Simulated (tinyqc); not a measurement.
Ways to converge the cycle: SCF convergence aids in the 6-31g basis, for H2, spin multiplicity 1. Computed by the program tinyqc with PySCF. RHF with one setting changed at a time; a run stops when the energy changes by less than 1e-09 hartree and the error matrix is below 1e-5. The start is random orbitals. Damping d keeps d of the old density; a shift (hartree) raises the virtual levels; DIIS n extrapolates F over n matrices.

Geometry (angstrom):
```
atom       x       y       z
H     0.0000  0.0000  0.0000
H     0.0000  0.0000  1.1360
```

lowest restricted solution found by these runs and by PySCF = -1.068553 hartree

Largest element of the error matrix X^T (FDS - SDF) X:
```
iteration    plain  damping 0.3  damping 0.6  shift 0.4   DIIS 3   DIIS 8
1          5.1e-01      5.1e-01      5.1e-01    5.1e-01  5.1e-01  5.1e-01
2          2.1e-01      2.2e-01      3.2e-01    3.6e-01  2.1e-01  2.1e-01
3          3.9e-02      1.1e-01      2.0e-01    3.0e-01  4.8e-02  4.8e-02
4          9.7e-03      4.7e-02      1.4e-01    2.0e-01  7.1e-03  7.1e-03
5          2.4e-03      2.0e-02      9.6e-02    1.2e-01  2.8e-04  2.9e-04
6          5.9e-04      9.8e-03      6.7e-02    6.0e-02  2.4e-05  3.0e-05
8          3.6e-05      2.2e-03      3.1e-02    1.6e-02        -  6.1e-08
10         2.2e-06      5.0e-04      1.4e-02    3.9e-03        -        -
14               -      2.5e-05      3.1e-03    2.5e-04        -        -
20               -      2.8e-07      3.7e-04          -        -        -
30               -            -      1.0e-05          -        -        -
```

How each run ends:
```
run          iterations  E (hartree)         state
plain                10     -1.06855  lowest found
damping 0.3          20     -1.06855  lowest found
damping 0.6          43     -1.06855  lowest found
shift 0.4            19     -1.06855  lowest found
DIIS 3                7     -1.06855  lowest found
DIIS 8                8     -1.06855  lowest found
```

What does the comparison show, and why?

6 of 6 runs reach the lowest restricted solution found, in 7 to 43 iterations (fastest: DIIS 3). Plain steps already contract here, so damping only slows them. DIIS 3 and DIIS 8 gain by cancelling the error over several earlier matrices, much as a quasi-Newton step does.
